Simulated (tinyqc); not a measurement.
# Four-point probe, van der Pauw, Hall and spreading-resistance readings of a semiconductor layer, step by step

A worked calculation. Computed by tinyqc, a small Python program that keeps every step. Command: `OMP_NUM_THREADS=1 python tinyqc.py 3110555 3110556 out.jsonl probe walk`. One thread of a shared host (Intel(R) Xeon(R) Processor @ 2.30GHz), about 0.01 s of CPU time with the checks. Intermediate numbers are printed to about 7 digits and carried at full precision; extremes and crossings named in words are read from the listed rows.

The layer is uniform and ohmic; contacts are points unless a radius is given.

Inputs (values chosen for the exercise, modelled on n-type silicon):

| quantity | value | unit |
|---|---|---|
| carrier density n | 3.2e+18 | 1/cm^3 |
| drift mobility mu | 147 | cm^2/(V s) |
| layer thickness t | 21 | micrometre |
| probe spacing s | 1 | mm |
| current I | 0.5 | mA |
| side ratio a/b of the van der Pauw rectangle | 2.1 | - |
| magnetic field B | 1.1 | T |
| Hall factor r_H | 1.1 | - |
| wafer diameter over spacing D/s | 7.1 | - |

Backing of the layer: insulating.

Constants: e = 1.602176634e-19 C.

## Resistivity and sheet resistance

rho = 1/(e n mu); R_s = rho/t.

resistivity rho = 0.01326851 ohm cm

sheet resistance R_s = 6.318340 ohm/square

## Four-point voltage

Collinear probes with equal spacing on a layer with insulating backing: images at depth 2 m t give V = (rho I/(2 pi s)) G, G = 1 + 4 sum_(m>=1) [1/sqrt(1 + (2 m u)^2) - 1/sqrt(4 + (2 m u)^2)], u = t/s; the sum runs to m = 20000, with the tail 3/(32 u^3 M^2) added to the sum for M = 20000. Limits: thick, rho = 2 pi s V/I; thin on an insulator, rho = (pi/ln 2) t V/I.

t/s = 0.021

G = 66.01402

voltage V = 0.6970254 mV

rho by the thick formula = 0.8759079 ohm cm

rho by the thin formula = 0.01326851 ohm cm

The thick formula is off by +6501.4 % and the thin one by 0.0 %.

## Thickness correction

The last two columns give rho(formula)/rho for rho = 2 pi s V/I and rho = (pi/ln 2) t V/I.

Correction against t/s:

| t/s | G | thick formula | thin formula |
|---|---|---|---|
| 0.1 | 13.86294 | 13.86294 | 1.000000 |
| 0.2 | 6.93147 | 6.93147 | 1.000000 |
| 0.3 | 4.62113 | 4.62113 | 1.000031 |
| 0.5 | 2.77992 | 2.77992 | 1.002645 |
| 0.7 | 2.01748 | 2.01748 | 1.018714 |
| 1.0 | 1.50446 | 1.50446 | 1.085238 |
| 1.5 | 1.19727 | 1.19727 | 1.295469 |
| 2.0 | 1.09388 | 1.09388 | 1.578142 |
| 3.0 | 1.03065 | 1.03065 | 2.230367 |
| 5.0 | 1.00699 | 1.00699 | 3.631937 |

The thin formula holds to 1 % up to t/s = 0.5 and the thick one holds to 1 % from t/s = 5.

## Finite wafer

For a thin circular wafer probed at its centre, R_s = C V/I with C = pi/(ln 2 + ln[((D/s)^2 + 3)/((D/s)^2 - 3)]).

factor C = 3.867470

error if pi/ln 2 is used = 17.19185 %

## The two van der Pauw resistances

Thin rectangle with point contacts at the corners; for R_B current and voltage contacts lie along the two sides of length a, for R_A along those of length b: exp(-pi R_A/R_s) = (theta_4/theta_3)^4, exp(-pi R_B/R_s) = (theta_2/theta_3)^4 with q = exp(-pi a/b), theta_2 = 2 sum_(m>=0) q^((m + 1/2)^2), theta_3 = 1 + 2 sum_(m>=1) q^(m^2), theta_4 = 1 + 2 sum_(m>=1) (-1)^m q^(m^2).

R_A = 0.04389185 ohm

R_B = 7.714212 ohm

ratio R_B/R_A = 175.7550

## Solving the van der Pauw equation

Solve exp(-pi z R_A) + exp(-pi z R_B) = 1 for z = 1/R_s by seven Newton steps from z = 2 ln 2/(pi (R_A + R_B)); f = R_s 2 ln 2/(pi (R_A + R_B)).

Steps:

| step | 1/z (ohm) | left side less 1 |
|---|---|---|
| 0 | 17.58126 | 2.441561e-01 |
| 1 | 10.41819 | 8.451670e-02 |
| 2 | 7.70699 | 2.535433e-02 |
| 3 | 6.61177 | 4.954075e-03 |
| 4 | 6.33695 | 3.072745e-04 |
| 5 | 6.31842 | 1.369775e-06 |
| 6 | 6.31834 | 0 |

R_s found = 6.318340 ohm/square

correction f = 0.3593792

Averaging R_A and R_B without f would overstate R_s by 178.3 %.

## Hall reading

V_H = r_H I B/(e n t); apparent density n/r_H; Hall mobility r_H mu; Hall angle tan = r_H mu B (SI).

Hall voltage = 0.05619216 mV

apparent density = 2.909091e+18 1/cm^3

Hall mobility = 161.7 cm^2/(V s)

tangent of the Hall angle = 0.017787

Checks made by the program: thin limit of G, 2 ln 2/u at u = 0.02 (relative difference below 1e-10); R_s recovered (relative difference below 1e-10).
